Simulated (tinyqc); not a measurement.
# Phonon and roughness prefactors from two fields

Question. At 300 K and high field 1/mu = E^(1/3)/Ap + E^gs/As, E in MV/cm. Find Ap and As.

Parameters, values chosen for the exercise:
- gs = 1.3 (exponent of the roughness term)

mu at E = 0.59 and 1.04 MV/cm (cm^2/(V s)): 125.13381  94.003825

Solution. Two linear equations in 1/Ap and 1/As.

Ap = 122 cm^2/(V s)
As = 451 cm^2/(V s)

Computed by the program tinyqc: `OMP_NUM_THREADS=1 python tinyqc.py 2510023 2510024 out.jsonl`, one thread of a shared Intel Xeon 2.30GHz, about 0.01 s for the whole run.
